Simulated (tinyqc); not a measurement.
Inside a calculation. Method: geometry optimisation on the UHF/3-21g surface (energies and gradients from PySCF), for H2, spin multiplicity 3. The optimisation ends on separated fragments, where the gradient is small because the surface is flat. Computed by tinyqc, a small Python program that keeps every step (integrals from PySCF). Settings: charge = 0, multiplicity = 3, basis = 3-21g, optimiser = bfgs, first Hessian = 0.6, largest step = 0.5, iteration cap = 30. Command: `OMP_NUM_THREADS=1 python tinyqc.py 31005 31006 out.jsonl` (the two numbers bound the seeds that draw the settings). One thread of a shared host (Intel(R) Xeon(R) Processor @ 2.60GHz), about 0.5 s of CPU time with the checks.

## Step 1: energy and gradient

positions at the start (bohr):
```
         x       y       z
1H  0.0000  0.0000  0.0000
2H  0.0000  0.0000  1.4097
```

Self-consistent energy and analytic gradient at these positions.

energy = -0.751328 hartree

gradient (hartree/bohr):
```
           x         y          z
1H  0.000000  0.000000   0.315731
2H  0.000000  0.000000  -0.315731
```

## Step 1: move

Quasi-Newton step p = -H^(-1) g (first H = 0.6 times the unit matrix); steps longer than 0.5 bohr are cut back (factor 0.672 here).

positions after step 1 (bohr):
```
         x       y        z
1H  0.0000  0.0000  -0.3536
2H  0.0000  0.0000   1.7633
```

## Step 2: energy and gradient

As before.

energy = -0.893938 hartree

gradient (hartree/bohr):
```
           x         y          z
1H  0.000000  0.000000   0.125310
2H  0.000000  0.000000  -0.125310
```

## Step 2: move

inverse Hessian in use (bohr^2/hartree):
```
        1       2        3       4       5        6
1  1.6667  0.0000   0.0000  0.0000  0.0000   0.0000
2  0.0000  1.6667   0.0000  0.0000  0.0000   0.0000
3  0.0000  0.0000   1.7617  0.0000  0.0000  -0.0950
4  0.0000  0.0000   0.0000  1.6667  0.0000   0.0000
5  0.0000  0.0000   0.0000  0.0000  1.6667   0.0000
6  0.0000  0.0000  -0.0950  0.0000  0.0000   1.7617
```

Quasi-Newton step p = -H^(-1) g (the inverse Hessian comes from BFGS updates; coordinates in the order x, y, z of each atom); steps longer than 0.5 bohr are cut back.

positions after step 2 (bohr):
```
         x       y        z
1H  0.0000  0.0000  -0.5862
2H  0.0000  0.0000   1.9960
```

## Step 3: energy and gradient

As before.

energy = -0.938690 hartree

gradient (hartree/bohr):
```
           x         y          z
1H  0.000000  0.000000   0.071743
2H  0.000000  0.000000  -0.071743
```

## Step 3: move

inverse Hessian in use (bohr^2/hartree):
```
        1       2        3       4       5        6
1  1.6667  0.0000   0.0000  0.0000  0.0000   0.0000
2  0.0000  1.6667   0.0000  0.0000  0.0000   0.0000
3  0.0000  0.0000   3.0050  0.0000  0.0000  -1.3384
4  0.0000  0.0000   0.0000  1.6667  0.0000   0.0000
5  0.0000  0.0000   0.0000  0.0000  1.6667   0.0000
6  0.0000  0.0000  -1.3384  0.0000  0.0000   3.0050
```

As before.

positions after step 3 (bohr):
```
         x       y        z
1H  0.0000  0.0000  -0.8978
2H  0.0000  0.0000   2.3076
```

## Convergence

Stop when the largest gradient component is below 3e-5 hartree/bohr. The inverse Hessian follows the BFGS update with s = step, y = change of gradient.

Course of the optimisation:
```
step  E (hartree)  largest gradient (hartree/bohr)
1       -0.751328                         3.16e-01
2       -0.893938                         1.25e-01
3       -0.938690                         7.17e-02
4       -0.969722                         3.24e-02
5       -0.981735                         1.60e-02
6       -0.987486                         7.78e-03
7       -0.990127                         3.82e-03
8       -0.991376                         1.86e-03
9       -0.991948                         8.93e-04
10      -0.992202                         4.26e-04
11      -0.992313                         2.03e-04
12      -0.992361                         9.66e-05
13      -0.992381                         4.61e-05
14      -0.992390                         2.20e-05
```

Final distances (angstrom):
```
pair   distance
2H-1H    3.8423
```

Converged in 14 steps.
